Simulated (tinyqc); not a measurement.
Extended Hueckel theory, for H6, step by step. One step of it, computed by the program tinyqc.

Problem. Mulliken analysis. P = C n C^T; charge = valence electrons (H 1) minus the sum of (P S)_ii on the atom; overlap population = 2 sum P_ij S_ij between two atoms.

coefficients, order 1H 1s, 2H 1s, 3H 1s, 4H 1s, 5H 1s, 6H 1s:
$$\begin{pmatrix}
0.181740 & 0.361081 & 0.516380 & 0.630314 & -0.627336 & 0.413978 \\
0.288646 & 0.394254 & 0.179074 & -0.359977 & 0.879907 & -0.835669 \\
0.349911 & 0.165678 & -0.415923 & -0.517101 & -0.400014 & 1.086360 \\
0.349911 & -0.165678 & -0.415923 & 0.517101 & -0.400014 & -1.086360 \\
0.288646 & -0.394254 & 0.179074 & 0.359977 & 0.879907 & 0.835669 \\
0.181740 & -0.361081 & 0.516380 & -0.630314 & -0.627336 & -0.413978
\end{pmatrix}$$

occupations: [2.000000, 2.000000, 2.000000, 0.000000, 0.000000, 0.000000]

overlap S, order 1H 1s, 2H 1s, 3H 1s, 4H 1s, 5H 1s, 6H 1s:
$$\begin{pmatrix}
1.000000 & 0.507793 & 0.123098 & 0.023108 & 0.003473 & 0.000441 \\
0.507793 & 1.000000 & 0.495409 & 0.123098 & 0.022253 & 0.003473 \\
0.123098 & 0.495409 & 1.000000 & 0.507793 & 0.123098 & 0.023108 \\
0.023108 & 0.123098 & 0.507793 & 1.000000 & 0.495409 & 0.123098 \\
0.003473 & 0.022253 & 0.123098 & 0.495409 & 1.000000 & 0.507793 \\
0.000441 & 0.003473 & 0.023108 & 0.123098 & 0.507793 & 1.000000
\end{pmatrix}$$

Give: charges; Overlap populations.

Solution.

charges: 1H -0.1198, 2H 0.0869, 3H 0.0329, 4H 0.0329, 5H 0.0869, 6H -0.1198

Overlap populations:
```
pair      value
2-1    0.583529
3-1   -0.044984
3-2    0.181991
4-1   -0.019504
4-2   -0.019105
4-3    0.544315
5-1    0.000036
5-2   -0.003565
5-3   -0.019105
5-4    0.181991
6-1    0.000299
6-2    0.000036
6-3   -0.019504
6-4   -0.044984
6-5    0.583529
```
